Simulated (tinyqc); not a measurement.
Tolerances: periodic multilayer mirror for extreme ultraviolet light.

s polarisation, vacuum above. q_j = sqrt(N_j^2 - sin^2 theta); interface r_jk = (q_j - q_k)/(q_j + q_k) exp(-2 (2 pi/lam)^2 q_j q_k sg^2) (Nevot-Croce; sg = 0 if not given); phase factor of a layer x_j = exp(4 pi i q_j d_j/lam). Each period has the spacer (thickness (1 - Gm) L) on top of the absorber (Gm L). In this recursion R is the amplitude; R in tables and results is the reflectance, its squared modulus. The substrate is of the spacer material. Starting with R = 0 in it, each interface upward gives R -> (r + R x)/(1 + r R x), x that of the layer below the interface (1 for the substrate).

Parameters, chosen for this exercise (optical constants near those of Mo and Si at 13.5 nm; the results hold for these values, not for the real material): lam = 13.5 nm (wavelength); dA = (0.0765, 0.00606) (delta and beta of the absorber, N = 1 - delta + i beta); dS = (0.0012, 0.00181) (delta and beta of the spacer and the substrate); L = 7.06 nm (period); Gm = 0.43 (absorber share of the period); theta = 9 degrees (angle from the normal); sg = 0.5 nm (interface roughness); Np = 10 (periods).

R of the mirror, and R^10 for a chain of ten such mirrors.

One parameter was then changed.

Results before and after:

| case | R | R^10 |
|---|---|---|
| base | 0.2974 | 5.42e-06 |
| changed | 0.3060 | 7.20e-06 |

Which of these changes was made? (a) lam = 13.55 nm; (b) sg = 0.7 nm; (c) theta = 11 degrees; (d) Gm = 0.47; (e) dA = (0.0765, 0.00727); (f) L = 7.1 nm.

Answer: (d) Gm = 0.47. Of the candidates, run in turn, only this one gives the changed row.

All candidates:

| case | R | R^10 |
|---|---|---|
| base | 0.2974 | 5.42e-06 |
| L = 7.1 nm | 0.2966 | 5.27e-06 |
| Gm = 0.47 | 0.3060 | 7.20e-06 |
| theta = 11 degrees | 0.2991 | 5.73e-06 |
| sg = 0.7 nm | 0.2570 | 1.26e-06 |
| dA = (0.0765, 0.00727) | 0.2899 | 4.19e-06 |
| lam = 13.55 nm | 0.2961 | 5.19e-06 |

Run: tinyqc, `OMP_NUM_THREADS=1 python tinyqc.py 1681254 1681255 out.jsonl`; Intel(R) Xeon(R) Processor @ 2.30GHz, one thread, shared host; about 0.01 s of CPU time with all checks.
